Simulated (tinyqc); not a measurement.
Nanosheet or nanowire with hard walls, valleys of the Si type: sweeps and comparisons. A value that a table varies takes the place of the one given here.

Six ellipsoidal valleys along the cube axes: inverse mass tensor w = 1/mt + (1/ml - 1/mt) a a^T with a the unit axis. Device axes: x along the channel, z = [001], y = z x x.

Hard walls around a W x H rectangle. The block w_c of w in (y, z) confines; the transport mass follows from 1/m_x = w_xx - w_xc w_c^-1 w_cx. The cross-section problem c (w_yy ky^2 + 2 w_yz ky kz + w_zz kz^2), c = hbar^2/2m0, is solved in products sin(n pi y/W) sin(l pi z/H), n, l = 1 to 12; if w_yz = 0 the levels are c pi^2 (w_yy n^2/W^2 + w_zz l^2/H^2). The w_yz term couples (n, l) to (n', l') by -2 c w_yz D_nn'(W) D_ll'(H) with D_nm(L) = 4 n m/(L (n^2 - m^2)) for n + m odd and 0 otherwise.

Without degeneracy the line density is N1 exp((EF - Ec)/kB T) with N1 = sum 2 g sqrt(m_x kB T/(4 pi c)) exp(-E/kB T), here over n, l up to 80 where w_yz = 0 and over all levels of a 12 x 12 sine basis otherwise; the classical value is W H Nc with Nc = 2 g_all (m_dos kB T/(4 pi c))^(3/2), m_dos = (ml mt^2)^(1/3); dVt = kB T ln(W H Nc/N1).

Constants: hbar^2/2m0 = 3.80998211 eV angstrom^2; kB = 8.617333262e-05 eV/K.

Values chosen for the exercise (near those of Si; shifted at random, so the results belong to these values and not to a real crystal):
- ml = 0.901 m0 (longitudinal mass)
- mt = 0.191 m0 (transverse mass)
- T = 350 K (temperature)
- g_all = 6 (number of valleys)
- channel = 110 (transport direction x on a (001) wafer)
- H = 76 angstrom (height, along z = [001])
- Ws = (25, 35, 50, 75, 110, 170, 260) angstrom (widths)
- W = 160 angstrom (width, along y)

## From wire to sheet

Valleys:

| group | valleys g | w_yy | w_zz | \|w_yz\| | m_x (m0) |
|---|---|---|---|---|---|
| A | 2 | 5.23560 | 1.10988 | 0.00000 | 0.19100 |
| B | 4 | 3.17274 | 5.23560 | 0.00000 | 0.54600 |

Lowest level of each group (groups ordered by w_zz, then w_yy) and dVt against the width.

Results:

| W (angstrom) | A1 (eV) | B1 (eV) | dVt (mV) |
|---|---|---|---|
| 25 | 0.3222 | 0.2250 | 198.7 |
| 35 | 0.1679 | 0.1315 | 111.9 |
| 50 | 0.0860 | 0.0818 | 66.3 |
| 75 | 0.0422 | 0.0553 | 43.6 |
| 110 | 0.0235 | 0.0439 | 34.2 |
| 170 | 0.0140 | 0.0382 | 28.6 |
| 260 | 0.0101 | 0.0358 | 25.5 |

What does this show?

dVt falls from 199 to 25 mV. The lowest group changes from B to A between W = 50 and 75 angstrom (H = 76). At the widest W the lowest level is 0.0101 eV; the film limit c pi^2 w_zz/H^2 of that group is 0.0072 eV.

## Channel direction

The same rectangle along [100] and [110]; groups ordered by w_zz, then w_yy.

Lowest level of each group:

| channel, group | valleys g | w_yy | w_zz | \|w_yz\| | m_x (m0) | E (eV) |
|---|---|---|---|---|---|---|
| [100] A | 2 | 5.236 | 1.110 | 0.000 | 0.191 | 0.0149 |
| [100] B | 2 | 1.110 | 5.236 | 0.000 | 0.191 | 0.0357 |
| [100] C | 2 | 5.236 | 5.236 | 0.000 | 0.901 | 0.0418 |
| [110] A | 2 | 5.236 | 1.110 | 0.000 | 0.191 | 0.0149 |
| [110] B | 4 | 3.173 | 5.236 | 0.000 | 0.546 | 0.0387 |

What does this show, and why?

The lowest subband has m_x = 0.191 m0 and 2 valleys along [100], and 0.191 m0 and 2 valleys along [110]; its edge lies at 0.0149 and 0.0149 eV. These valleys have their axis along z, so turning the channel in the wafer plane leaves them alone; only the higher groups change.

## What each parameter does

E1 and E2 are the two lowest subband edges over all groups. Each row changes one parameter from the base and keeps the others.

Results:

| case | E1 (eV) | E2 - E1 (meV) | m_x of lowest (m0) | dVt (mV) |
|---|---|---|---|---|
| base | 0.0149 | 21.7 | 0.191 | 29.2 |
| W = 175 angstrom | 0.0137 | 19.3 | 0.191 | 28.3 |
| H = 84 angstrom | 0.0136 | 17.7 | 0.191 | 26.4 |
| T = 320 K | 0.0149 | 21.7 | 0.191 | 28.4 |
| ml = 0.991 m0 | 0.0143 | 19.7 | 0.191 | 28.9 |
| mt = 0.172 m0 | 0.0158 | 21.7 | 0.172 | 31.0 |

How do the results move?

The largest shifts from the base row, up to three for each result and ties (the steps differ in size, so this ranks the rows, not the parameters). E1 (eV): H -0.0013, W -0.0013, mt +0.0008; unchanged at the printed digits by T. E2 - E1 (meV): H -3.9, W -2.4, ml -2.0; unchanged at the printed digits by T and mt. m_x of lowest (m0): mt -0.019; unchanged at the printed digits by W, H, T and ml. dVt (mV): H -2.7, mt +1.9, W -0.9.

tinyqc: `OMP_NUM_THREADS=1 python tinyqc.py 1282548 1282549 out.jsonl`; about 0.03 s, one thread, shared Intel(R) Xeon(R) Processor @ 2.30GHz.
